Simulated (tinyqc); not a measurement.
A chain with a side-coupled site and dephasing by Buettiker voltage probes: one step of the calculation.

Sites 1 to 2 form a chain with hopping -t, and site 3 hangs on site 2 by -ts. Lead L joins site 1 and lead R site 2, both semi-infinite chains with hopping -t and site energy 0. Every site carries a probe with self-energy -i Gamma_p/2 that draws no net current. Linear response at zero temperature: mu_L = 1, mu_R = 0 in units of the bias.

Task. Probe potentials and effective transmission. No current into probe p: W mu = T_pL with W_pp = T_pL + T_pR + sum_q T_pq and W_pq = -T_pq. Then T_eff = T_RL + sum_p T_pR mu_p, and the resistance is (h/2q^2)/T_eff.

Constants: q = 1.602176634e-19 C, h = 6.62607015e-34 J s. Results are converted to the units shown.

T_RL = 0.090075753

```
probe        T_pL        T_pR
1      0.53655897  0.04055762
2      0.04055762  0.07499376
3      0.23956355  0.44296908
```

T_pq:
```
            1           2           3
1  0.00000000  0.01826152  0.10786618
2  0.01826152  0.00000000  0.19945181
3  0.10786618  0.19945181  0.00000000
```

Wanted: W; mu_p; T_eff; resistance.

Result.

W:
```
          1         2         3
1   0.70324  -0.01826  -0.10787
2  -0.01826   0.33326  -0.19945
3  -0.10787  -0.19945   0.98985
```

mu_p, probe 1 to 3: 0.83784  0.41743  0.41743
T_eff = 0.34027
resistance = 37.930 kohm

Numbers from tinyqc (`OMP_NUM_THREADS=1 python tinyqc.py 2700121 2700122 out.jsonl`; about 0.01 s on one thread of a shared Intel Xeon 2.30GHz).
